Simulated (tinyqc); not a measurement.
Series resistance and mobility from two gate lengths.

Question. At small Vds the total resistance times width is 2 Rs + L/(mu Q), with the same mu and Q at both lengths. Find mu and Rs.

total resistance at L = 30 and 80 nm (ohm um): [655.10204, 1080.2721]
Q = 0.84 uC/cm^2

Answer. The slope against L is 1/(mu Q), and the intercept at L = 0 is 2 Rs.

mu = 140 cm^2/(V s)
Rs = 200 ohm um

Program tinyqc, `OMP_NUM_THREADS=1 python tinyqc.py 2380084 2380085 out.jsonl`; Intel Xeon 2.30GHz, shared host, one thread, about 0.01 s.
